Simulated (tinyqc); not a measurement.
Bloch-Grueneisen resistivity of a metal: one step, computed by the program tinyqc.

Electrons scatter from a Debye spectrum of phonons (n = 5 for scattering within one band, n = 3 for scattering into a second, heavy band) and from static defects.

Question. The integral and the phonon part. J_n(y) = int_0^y x^n e^x/(e^x - 1)^2 dx, by 96 Gauss-Legendre points (upper limit at most 60). rho_ph = (n - 1) rho_1 (T/Theta)^n J_n(Theta/T), with rho_1 = 2 pi lambda_tr k_B Theta/(hbar eps_0 w_p^2), the high-temperature line at T = Theta.

Inputs (values chosen for the exercise, modelled on platinum): exponent n = 5; Debye temperature Theta = 213 K; temperature T = 295 K.

Addition: none.

rho_1 = 8.599788 microohm cm

Give: Theta/T; J_n; phonon resistivity rho_ph.

Answer.

Theta/T = 0.7220

J_n = 0.06602

phonon resistivity rho_ph = 11.57 microohm cm

This is 97.2 % of the straight line rho_1 T/Theta.
